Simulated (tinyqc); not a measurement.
From results back to parameters: Shockley-Read-Hall recombination through one deep level. Three cases, with inputs chosen for the exercise.

Problem. Deep-level transient spectroscopy: the emission rate is en = gam sigma T^2 exp(-dE/kB T), dE = Ec - Et. Two rates were computed from hidden dE and sigma.

Constants: kB = 8.617333262e-05 eV/K.

Case 1.

Values chosen (out of a larger set: gap and densities of states near those of Si at this temperature; not measured data):
- gam = 8.4e+21 1/(cm^2 s K^2) (vth Nc/T^2, which does not depend on T)
- T1 = 128 K
- T2 = 144 K

en(T1) = 1.36819 1/s
en(T2) = 24.9906 1/s

Case 2.

Values chosen (out of a larger set: gap and densities of states near those of Ge at this temperature; not measured data):
- gam = 1.4e+21 1/(cm^2 s K^2) (vth Nc/T^2, which does not depend on T)
- T1 = 96 K
- T2 = 106 K

en(T1) = 0.553110 1/s
en(T2) = 6.52305 1/s

Case 3.

Values chosen (out of a larger set: gap and densities of states near those of Si at this temperature; not measured data):
- gam = 4.3e+21 1/(cm^2 s K^2) (vth Nc/T^2, which does not depend on T)
- T1 = 98 K
- T2 = 108 K

en(T1) = 7.80519 1/s
en(T2) = 87.7815 1/s

Find: ln(en/T^2) at T1 and T2; dE; sigma.

Solution. ln(en/T^2) against 1/T is a line of slope -dE/kB and intercept ln(gam sigma); plotting ln en alone would overstate dE by about 2 kB T.

Case 1.

ln(en/T^2) at T1 and T2: -9.3906  -6.7211

dE = 0.265 eV
sigma = 2.7e-16 cm^2

Case 2.

ln(en/T^2) at T1 and T2: -9.7209  -7.4515

dE = 0.199 eV
sigma = 1.2e-15 cm^2

Case 3.

ln(en/T^2) at T1 and T2: -7.1151  -4.8894

dE = 0.203 eV
sigma = 5.2e-15 cm^2

Computed by tinyqc, one run a case: `OMP_NUM_THREADS=1 python tinyqc.py N N+1 out.jsonl` with N = 1681307, 1681312, 1681316; one thread of a shared Intel(R) Xeon(R) Processor @ 2.30GHz, about 0.01 s a run at most.
